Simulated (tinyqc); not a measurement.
Valley-orbit splitting of a donor ground state, with strain: one step, computed by the program tinyqc.

The basis is the 1s envelope in each valley; energies are counted from the unstrained conduction-band edge. The strain is e_s (a a^T - 1/3) for the unit stress axis a, so valley j along n_j moves by Xi_u e_s w_j with w_j = (n_j.a)^2 - 1/3: -1/3 for x and y, +2/3 for z.

Task: Levels without strain. By symmetry: E(A1) = E_0 + Lambda + 4 Delta_1 + Delta_2 (one state), E(T2) = E_0 + Lambda - Delta_2 (three), E(E) = E_0 + Lambda - 2 Delta_1 + Delta_2 (two), as binding energies.

Inputs (values chosen for the exercise, modelled on donors in silicon):

| quantity | value | unit |
|---|---|---|
| single-valley binding energy E_0 | 30.1 | meV |
| central-cell shift Lambda | 3.94 | meV |
| coupling Delta_1 | 2.53 | meV |
| coupling Delta_2 | 1.85 | meV |

Valleys: six along <100>. Stress axis: [001].

Give: E(A1); E(T2); E(E).

Result:

E(A1) = 46.01 meV

E(T2) = 32.19 meV

E(E) = 30.83 meV

Only A1 has all valley amplitudes in phase, so only it has weight at the nucleus. Of the upper states T2 is bound more strongly, because Delta_1 is larger than Delta_2.
